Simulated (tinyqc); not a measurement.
From results back to parameters: quantum-confined Stark effect in a modulator well. Two cases, with inputs chosen for the exercise.

Problem. The shift of E_e + E_h was computed from a hidden field.

Envelopes on cells of 0.5 angstrom over the well |z| < L/2 and 45 angstrom of barrier on each side, psi = 0 beyond, psi'/m continuous (mean mass between points), c = hbar^2/2m0. The electron sees + e F z and the hole - e F z, each with its offset in the barriers; 1 kV/cm = 1e-5 eV/angstrom. Light holes, band mixing and escape by tunnelling are left out.

Constants: hbar^2/2m0 = 3.80998211 eV angstrom^2.

Case 1.

Values chosen (near those of a GaAs well in AlGaAs; the results hold for these values, not for the real material): L = 142 angstrom (well width); Vc = 0.237 eV (conduction offset); Vv = 0.133 eV (heavy-hole offset); me = 0.0659 m0 (electron, well); meb = 0.0905 m0 (electron, barrier); mh = 0.338 m0 (heavy hole along z, well); mhb = 0.409 m0 (heavy hole, barrier).

shift = -15.519 meV

Case 2.

Values chosen (near those of a Ge well in SiGe, direct gap; the results hold for these values, not for the real material): L = 140 angstrom (well width); Vc = 0.353 eV (conduction offset); Vv = 0.107 eV (heavy-hole offset); me = 0.0431 m0 (electron, well); meb = 0.0551 m0 (electron, barrier); mh = 0.214 m0 (heavy hole along z, well); mhb = 0.233 m0 (heavy hole, barrier).

shift = -6.457 meV

Find: F; local exponent d ln(shift)/d ln F.

Solution. The shift grows steadily in size with F, so bisection finds one value; its slope is -e times the separation of the carriers.

Case 1.

F = 48.0 kV/cm
local exponent d ln(shift)/d ln F = 1.69

Case 2.

F = 34.0 kV/cm
local exponent d ln(shift)/d ln F = 1.84

Computed by tinyqc, one run a case: `OMP_NUM_THREADS=1 python tinyqc.py N N+1 out.jsonl` with N = 1251512, 1251555; one thread of a shared Intel(R) Xeon(R) Processor @ 2.30GHz, about 0.1 s a run at most.
